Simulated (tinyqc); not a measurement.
MOS capacitor on a p-type substrate, surface potential from the exact charge relation: one step of the calculation.

Uniform p-type substrate, Boltzmann statistics, full ionisation, classical densities. psi is the surface potential against the body (positive when the bands bend down) and u = psi/Vt. Traps are spread evenly over the gap and neutral at flat band, so their charge is -q Dit psi; the minority quasi-Fermi level is shifted by Vb.

Task. Flat band, threshold and scales. ni = sqrt(Nc Nv) exp(-Eg/(2 Vt)), Eg in volts; phiF = Vt ln(N/ni); Cox = eps0 eox/tox; Vfb = phiM - chi - (Eg - Vt ln(Nv/N)) - q Nf/Cox; Q0 = sqrt(2 eps0 eps_r q N Vt); r = (ni/N)^2 exp(-Vb/Vt); VT = Vfb + [(2 phiF + Vb)(1 + q Dit/Cox) + sqrt(2 eps0 eps_r q N (2 phiF + Vb))/Cox].

Parameters, values chosen for the exercise; band and dielectric values those of a made-up semiconductor: temperature T = 325 K; band gap Eg = 1.22 eV; relative permittivity eps_r = 14.8; conduction-band density of states at T Nc = 2.81e19 cm^-3; valence-band density of states at T Nv = 2.65e19 cm^-3; electron affinity chi = 3.92 eV; acceptor density of the substrate N = 2.5e15 cm^-3; relative permittivity of the gate insulator (close to silicon dioxide) eox = 3.9; insulator thickness tox = 8.2 nm; gate work function phiM = 4.56 eV; fixed charge at the interface, in units of q Nf = -2.2e10 cm^-2; density of interface traps Dit = 1.6e12 cm^-2 eV^-1; reverse bias of the inversion layer against the body Vb = 0 V.

Constants: q = 1.602176634e-19 C, kB = 1.380649e-23 J/K, Vt = kB T/q, eps0 = 8.8541878128e-14 F/cm where lengths are in cm. Results are converted to the units shown.

Give: ni; phiF; Cox; Vfb; Q0; r; VT.

Result.

ni = 9.478e9 cm^-3
phiF = 0.3496 V
Cox = 0.4211 uF/cm^2
Vfb = -0.3121 V
Q0 = 5.422 nC/cm^2
r = 1.437e-11
VT = 0.8771 V

Program tinyqc, `OMP_NUM_THREADS=1 python tinyqc.py 2060061 2060062 out.jsonl`; Intel Xeon 2.30GHz, shared host, one thread, about 0.01 s.
